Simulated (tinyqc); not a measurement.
# Non-linearity against on/off ratio

Worst-case read of an N x N array without selectors, ideal wires, unselected lines floating and all unselected cells in the low state with resistance K Ron: the sneak path is Rsn = K Ron [2/(N - 1) + 1/(N - 1)^2], in parallel with the selected cell Rc. A sense resistor Ron to ground gives Vout = Vr Ron/(Ron + Rc Rsn/(Rc + Rsn)); margin = [Vout(Rc = Ron) - Vout(Rc = ra Ron)]/Vr. Here N = 128; the columns give the margin for ra = 10, 100 and 500.

Non-linearity against on/off ratio:

| K | Rsn/Ron | margin, ra = 10 (%) | margin, ra = 100 (%) | margin, ra = 500 (%) |
|---|---|---|---|---|
| 1 | 0.015810 | 0.021434 | 0.023610 | 0.023804 |
| 3 | 0.047430 | 0.17575 | 0.19412 | 0.19576 |
| 10 | 0.15810 | 1.4560 | 1.6212 | 1.6361 |
| 30 | 0.47430 | 6.8279 | 7.7275 | 7.8100 |
| 100 | 1.5810 | 19.733 | 22.896 | 23.194 |
| 300 | 4.7430 | 31.055 | 36.679 | 37.220 |
| 1000 | 15.810 | 37.499 | 44.708 | 45.407 |
| 3000 | 47.430 | 39.721 | 47.507 | 48.265 |

Read the table: what changes, and by how much?

At K = 1 the margin is 0.0214 % for ra = 10 and 0.0238 % for ra = 500: an on/off ratio 50.0 times larger gains a factor of only 1.11, because the sneak path (0.016 Ron) shunts the cell. Raising K to 3000 lifts the margin at ra = 100 from 0.0236 to 47.5 %.

tinyqc, about 0.01 s, one thread, Intel Xeon 2.30GHz (shared host): `OMP_NUM_THREADS=1 python tinyqc.py 2880010 2880011 out.jsonl`
